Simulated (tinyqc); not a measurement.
The gap of an alloy series: thresholds of impact ionisation and Auger recombination from band masses.

Parabolic bands, no phonon. At threshold the three slow carriers share one velocity. With M their total mass and m4 the mass of the fast carrier, the fast carrier has the kinetic energy E_T = G M/(M - m4) and the slow ones together E_a = G m4/(M - m4), the activation energy of the Auger rate. CCCH (fast electron): G = Eg, M = 2 me + mh, m4 = me. CHHS (hole into the split-off band): G = Eg - Dso, M = 2 mh + me, m4 = ms; this form holds for Eg > Dso (below, the process needs about Dso - Eg and is marked by a dash). CHHL (hole into the light band): G = Eg, M = 2 mh + me, m4 = ml. CHHH (fast heavy hole): G = Eg, M = 2 mh + me, m4 = mh.

Non-parabolic fast electron: E (1 + alpha E) = c k^2/me with alpha = (1 - me)^2/Eg; the slow carriers stay parabolic, so E_T = Eg + me E_T (1 + alpha E_T)/M, M = 2 me + mh (the root between Eg and 1.9 Eg).

Constants: kB = 8.617333262e-05 eV/K; hc = 1239.841984 eV nm.

Inputs chosen for the exercise (near those of GaSb, gap at low temperature and not tied to T; the results hold for these values, not for the real material): Eg = 0.806 eV (gap at Gamma to the s-like level); Dso = 0.745 eV (spin-orbit splitting); me = 0.0388 m0 (electron mass at Gamma); mh = 0.32 m0 (heavy-hole mass); ms = 0.127 m0 (split-off mass); ml = 0.0439 m0 (light-hole mass); T = 200 K (temperature).

Eg is varied with me and ml proportional to it; mh, ms and Dso are kept. E_a of three processes; wavelength hc/Eg.

Results:
```
Eg (eV)  wavelength (micrometre)      me  CCCH (meV)  CCCH non-parabolic (meV)  CHHS (meV)  CHHL (meV)  log10 exp(-E_a/kT), non-parabolic
0.242                       5.12  0.0116         8.5                      18.1           -         5.0                              -0.46
0.403                       3.08  0.0194        23.0                      51.2           -        13.9                              -1.29
0.604                       2.05  0.0291        50.3                     118.1           -        31.2                              -2.98
1.008                       1.23  0.0485       132.7                     351.2        59.5        87.3                              -8.85
1.290                       0.96  0.0621       209.7                     609.5       120.4       143.5                             -15.36
1.612                       0.77  0.0776       314.6                    1038.0       186.4       224.7                             -26.16
```

Give the missing row, Eg (eV) = 0.806.

Computed row:
```
Eg (eV)  wavelength (micrometre)      me  CCCH (meV)  CCCH non-parabolic (meV)  CHHS (meV)  CHHL (meV)  log10 exp(-E_a/kT), non-parabolic
0.806                       1.54  0.0388        87.2                     216.8        14.0        55.7                              -5.46
```

E_a of CCCH goes nearly as Eg^2 (power 1.90 over the table), as both G and me grow; the non-parabolic value goes with the power 2.14, and its Boltzmann factor spans 25.7 decades; rows with E_a far above kT are formal, since phonon-assisted processes and side valleys rule there. CHHS is resonant at Eg = Dso = 0.745 eV, with no activation, and is the easiest process near there; it has the lowest E_a of the parabolic values for Eg = 0.806, 1.008, 1.29 and 1.612 eV.

tinyqc: `OMP_NUM_THREADS=1 python tinyqc.py 1880613 1880614 out.jsonl`; about 0.01 s, one thread, shared Intel(R) Xeon(R) Processor @ 2.30GHz.
